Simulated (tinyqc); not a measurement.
CMOS inverter, nodal equation and switching: one step of the calculation.

An n-channel pull-down (bn, VTn) and a p-channel pull-up (bp, VTp) share the input Vin and the output node Vout, which carries the load C. Transistor (EKV form, voltages against the body): I = 2 n b Vt^2 [F(vp - Vs) - F(vp - Vd)] from drain to source, F(v) = ln^2(1 + exp(v/(2 Vt))), vp = (Vg - VT + sg |Vd - Vs|)/n. n-channel bodies are at 0; for the p-channel device all voltages are counted down from Vdd. b in uA/V^2 gives I in uA. Static: In = Ip. Transient: C dVout/dt = Ip - In. No velocity saturation, no gate capacitance beyond C.

Question. One time step of the falling output. The input steps to Vdd at t = 0; I = In - Ip. Trapezoidal rule: V(new) = V - (dt/C)[I(V) + I(V(new))]/2, solved for V(new); 1 ps uA/fF = 1 mV.

Values chosen for this exercise:
- T = 300 K (temperature)
- Vdd = 0.5 V (supply voltage)
- n = 1.43 (slope factor)
- sg = 0.119 (drain-induced barrier lowering)
- VTn = 0.37 V (n-channel threshold)
- VTp = 0.37 V (p-channel threshold (magnitude))
- bn = 750 uA/V^2 (gain factor of the pull-down transistor)
- bp = 220 uA/V^2 (gain factor of the pull-up transistor)
- C = 1.8 fF (load capacitance)
- dt = 10 ps (time step)

Constants: q = 1.602176634e-19 C, kB = 1.380649e-23 J/K, Vt = kB T/q. Results are converted to the units shown.

Vout after step 1 = 0.44626396 V

Find: I(V); I(V(new)); Vout after step 2.

Answer.

I(V) = 9.3744 uA
I(V(new)) = 8.8336 uA
Vout after step 2 = 0.39569 V

Computed by the program tinyqc: `OMP_NUM_THREADS=1 python tinyqc.py 2340097 2340098 out.jsonl`, one thread of a shared Intel Xeon 2.30GHz, about 0.03 s for the whole run.
